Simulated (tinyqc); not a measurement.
X-ray photoelectron analysis of a thin oxide on a semiconductor: attenuation lengths, thickness, angle series and band offsets: one step, computed by the program tinyqc.

The same element is seen in the oxide and in the substrate, at nearly the same kinetic energy; films are flat and uniform, and the work function is ignored.

Problem. Band offsets by core levels. Valence band offset = (E_core - E_v)(substrate) - (E_core - E_v)(oxide) + (core level separation at the interface, oxide less substrate). The separation is made here from the given offset; a uniform field F that raises the binding energy towards the surface shifts the oxide peak by e F <z>, <z> = d/(1 - exp(-x)) - d/x, x = d/(L_o cos theta), being the mean distance from the interface. Conduction band offset = oxide gap - substrate gap - valence band offset.

Inputs (values chosen for the exercise, modelled on SiO2 on 4H-SiC):
```
quantity,value,unit
oxide gap,8.86,eV
substrate gap,3.26,eV
oxide thickness d,2.2,nm
valence band offset used to make the data,2.86,eV
"core level less valence band top, substrate",98.92,eV
"core level less valence band top, thick oxide",98.4,eV
field in the oxide,1.2,MV/cm
```

d/(L_o cos theta) = 0.7024430

Give: separation without field; <z>; separation with field; apparent valence band offset; true conduction band offset; apparent conduction band offset.

Solution.

separation without field = 2.34 eV

<z> = 1.228 nm

separation with field = 2.487 eV

apparent valence band offset = 3.007 eV

true conduction band offset = 2.74 eV

apparent conduction band offset = 2.593 eV

The field biases both offsets by 0.15 eV, in opposite directions.
